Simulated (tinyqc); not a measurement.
Bandgap voltage reference from two bipolar transistors: two steps of the calculation.

Two transistors of area 1 and N carry the same current I. Is(T) = Is (T/T0)^eta exp[(Vg0 q/kB)(1/T0 - 1/T)], VBE1 = Vt ln(I/Is(T)) + I rb, VBE2 = Vt ln(I/(N Is(T))) + I rb/N. The amplifier forces I R1(T) = VBE1 - VBE2 + Vos, with R(T) = R (1 + tc (T - T0)) for both resistors, and the output is Vref = VBE1 + I R2(T). Base currents and the Early effect are neglected.

Parameters, values chosen for the exercise; values of the order met in silicon bipolar transistors: reference temperature T0 = 323 K; band-gap voltage extrapolated to 0 K Vg0 = 1.145 V; temperature exponent of the saturation current eta = 4.1; saturation current of the unit transistor at T0 Is = 1.9e-17 A; area ratio of the second transistor N = 8; resistor across which the difference of VBE falls, at T0 R1 = 6.9 kohm; temperature coefficient of both resistors tc = 0 ppm/K; offset of the amplifier Vos = 0 mV; series resistance of the unit transistor rb = 0 ohm; output resistor at T0 R2 = 56.95 kohm; temperature T = 233 K.

Constants: q = 1.602176634e-19 C, kB = 1.380649e-23 J/K. Results are converted to the units shown.

Task 1. Operating point at another temperature. Vt = kB T/q; I = (Vt ln N + Vos)/(R1(T) - rb (1 - 1/N)).

Give: Vt; I; Is(T); VBE1; I R2; Vref.

Result 1.

Vt = 0.020078 V
I = 6.0510 uA
Is(T) = 6.2569e-25 A
VBE1 = 0.87774 V
I R2 = 0.34460 V
Vref = 1.2223 V

From T0 to T, VBE1 changes by 131 mV and I R2 by -133 mV, which leaves -1.69 mV in Vref.

Task 2. Resistor for zero slope at T0, ideal case. With tc = 0, Vos = 0 and rb = 0 the current is proportional to T, dVBE/dT = (VBE - Vg0 - (eta - 1) Vt)/T, and Vref has zero slope at T0 when Vref = Vg0 + (eta - 1) Vt0. Find VBE1, its slope, that Vref, R2/R1 and the curvature d2Vref/dT2 = -(eta - 1) kB/(q T0).

Find: VBE1; dVBE/dT; Vref; R2/R1; curvature.

Result 2.

VBE1 = 0.7463 V
dVBE/dT = -1.501 mV/K
Vref = 1.231 V
R2/R1 = 8.379
curvature = -0.8271 uV/K^2

Numbers from tinyqc (`OMP_NUM_THREADS=1 python tinyqc.py 2062204 2062205 out.jsonl`; about 0.02 s on one thread of a shared Intel Xeon 2.30GHz).
